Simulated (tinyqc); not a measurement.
Ranking of structures: pair-potential crystal by lattice sums. Computed by tinyqc, a small Python program. Command: `OMP_NUM_THREADS=1 python tinyqc.py 3022332 3022333 out.jsonl pairsum walk`. One thread of a shared host (Intel(R) Xeon(R) Processor @ 2.30GHz), about 0.02 s of CPU time with the checks.

Energy per atom E = (1/2) sum over neighbours of phi(r); d is the nearest-neighbour distance.

Inputs (values chosen for the exercise, for model atoms):

| quantity | value | unit |
|---|---|---|
| well depth eps | 0.0804 | eV |
| pair minimum r0 | 3.97 | angstrom |
| cut-off r_c/r0 | 1.79 | - |
| repulsive exponent n | 16 | - |
| attractive exponent m | 6 | - |

Potential: Mie n-m. Structure: bcc.

Constants: 1 eV/angstrom^3 = 160.2176634 GPa.

Method:
- phi0(r) = eps [m (r0/r)^n - n (r0/r)^m]/(n - m); shifted-force cut-off: phi(r) = phi0(r) - phi0(r_c) - (r - r_c) phi0'(r_c) for r < r_c, zero beyond.
- Shells (distance in units of d, count): fcc 1.0000 (12), 1.4142 (6), 1.7321 (24), 2.0000 (12), 2.2361 (24), 2.4495 (8), 2.6458 (48), 2.8284 (6), 3.0000 (36), 3.1623 (24); hcp 1.0000 (12), 1.4142 (6), 1.6330 (2), 1.7321 (18), 1.9149 (12), 2.0000 (6), 2.2361 (12), 2.3805 (12), 2.4495 (6), 2.5166 (6), 2.5820 (12), 2.6458 (24), 2.7080 (6), 2.8868 (12), 3.0000 (12), 3.1091 (24), 3.1623 (12); bcc 1.0000 (8), 1.1547 (6), 1.6330 (12), 1.9149 (24), 2.0000 (8), 2.3094 (6), 2.5166 (24), 2.5820 (24), 2.8284 (24), 3.0000 (32); sc 1.0000 (6), 1.4142 (12), 1.7321 (8), 2.0000 (6), 2.2361 (24), 2.4495 (24), 2.8284 (12), 3.0000 (30), 3.1623 (24); diamond 1.0000 (4), 1.6330 (12), 1.9149 (12), 2.3094 (6), 2.5166 (12), 2.8284 (24), 3.0000 (16). Volumes per atom in d^3: fcc 0.70711, hcp 0.70711, bcc 0.76980, sc 1.00000, diamond 1.53960; hcp has the ideal c/a. Every shell inside the cut-off is summed.
- Equilibrium: dE/dd = 0 at the lowest minimum with d between 0.78 r0 and 1.45 r0; B = d^2 E''(d)/(9 Omega).

Each structure at its own equilibrium:

| structure | neighbours | d (angstrom) | E (eV/atom) | volume (angstrom^3) | B (GPa) |
|---|---|---|---|---|---|
| fcc | 12 | 3.9508 | -0.41989 | 43.607 | 19.320 |
| hcp | 12 | 3.9508 | -0.42042 | 43.607 | 19.452 |
| bcc | 8 | 3.8859 | -0.39006 | 45.169 | 17.829 |
| sc | 6 | 3.8989 | -0.24553 | 59.267 | 8.866 |
| diamond | 4 | 3.9465 | -0.13744 | 94.634 | 2.995 |

What does the comparison show, and why?

The order is hcp < fcc < bcc < sc < diamond; hcp lies 0.53 meV below fcc. fcc (-0.419885 eV) and hcp (-0.420416 eV) share two shells and differ from the third on. Pair forces reward the number of bonds: diamond reaches only 33 % of the best binding. Caution: each structure is relaxed in d alone and may be unstable against shear; the tiny fcc-hcp difference depends on the cut-off.

Extremes, crossings and ranges named in words are read from the listed rows.
